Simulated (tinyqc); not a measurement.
## Metal gate on a two-layer dielectric stack with fixed charge and a dipole: threshold against doping

Gate, layer 2, layer 1, p-type semiconductor; x runs from the gate inwards. Charges are counted in units of +q. psi is the band bending at the surface, positive towards inversion. Classical charge, Boltzmann statistics, no interface traps.

EOT = 3.9 (t1/e1 + t2/e2), Cox = eps0/(t1/e1 + t2/e2); phi_ms = pM - (chi + Eg - Vt ln(Nv/Na)). Vfb = phi_ms + Vd - (q/eps0) [Q1 (t1/e1 + t2/e2) + Q2 t2/e2 + r1 (t1^2/(2 e1) + t1 t2/e2) + r2 t2^2/(2 e2)]: each charge counts with its electrical distance from the gate. ni = sqrt(Nc Nv) exp(-Eg/(2 Vt)), Eg in volts, pB = Vt ln(Na/ni), Vth = Vfb + 2 pB + sqrt(4 q eps0 eps_r Na pB)/Cox.

Inputs (values chosen for the exercise); band and dielectric values close to those of silicon, layer 1 close to silicon dioxide, layer 2 close to zirconium oxide:
```
symbol    value   unit                                               meaning
T           300      K                                           temperature
Eg          1.1     eV                                              band gap
eps_r      11.8                                        relative permittivity
Nc      2.75e19  cm^-3                conduction-band density of states at T
Nv      2.62e19  cm^-3                   valence-band density of states at T
chi        4.02     eV                                     electron affinity
pM         4.81     eV                       work function of the gate metal
t1          1.7     nm       thickness of layer 1, next to the semiconductor
e1         3.94                             relative permittivity of layer 1
t2          4.3     nm                thickness of layer 2, next to the gate
e2         25.4                             relative permittivity of layer 2
Q1       1.7e12  cm^-2           fixed charge at the semiconductor interface
Q2      -1.9e12  cm^-2                       fixed charge between the layers
r1      -2.2e18  cm^-3                     uniform charge density in layer 1
r2      -1.2e18  cm^-3                     uniform charge density in layer 2
Vd         0.28      V  flat-band shift by a dipole layer between the layers
```

Constants: q = 1.602176634e-19 C, kB = 1.380649e-23 J/K, Vt = kB T/q, eps0 = 8.8541878128e-14 F/cm where lengths are in cm. Results are converted to the units shown.

Result of one run:
```
phi_ms (V),2 pB (V),Qd/Cox (V),Vth (V)
-0.22285,0.92445,0.35810,1.2471
```

Which acceptor density Na gave this result: 3.4e15, 8.7e15, 5.6e16 or 9e17 cm^-3?

Na = 9e17 cm^-3.

The whole series:
```
Na (cm^-3),phi_ms (V),2 pB (V),Qd/Cox (V),Vth (V)
1.4e15,-0.055693,0.59013,0.011284,0.73308
3.4e15,-0.078631,0.63601,0.018256,0.76299
8.7e15,-0.10292,0.68459,0.030298,0.79933
2.2e16,-0.12690,0.73256,0.049839,0.84285
5.6e16,-0.15106,0.78086,0.082096,0.89926
1.4e17,-0.17475,0.82824,0.13368,0.97454
3.6e17,-0.19916,0.87707,0.22060,1.0859
9e17,-0.22285,0.92445,0.35810,1.2471
2.3e18,-0.24711,0.97296,0.58729,1.5005
```

Vth rises from 0.733 to 1.50 V. Of the change, phi_ms + 2 pB gives 191 mV (Vt ln 10 a decade) and the depletion charge 576 mV, growing as Na^(0.53).

Computed by the program tinyqc: `OMP_NUM_THREADS=1 python tinyqc.py 2010012 2010013 out.jsonl`, one thread of a shared Intel Xeon 2.30GHz, about 0.01 s for the whole run.
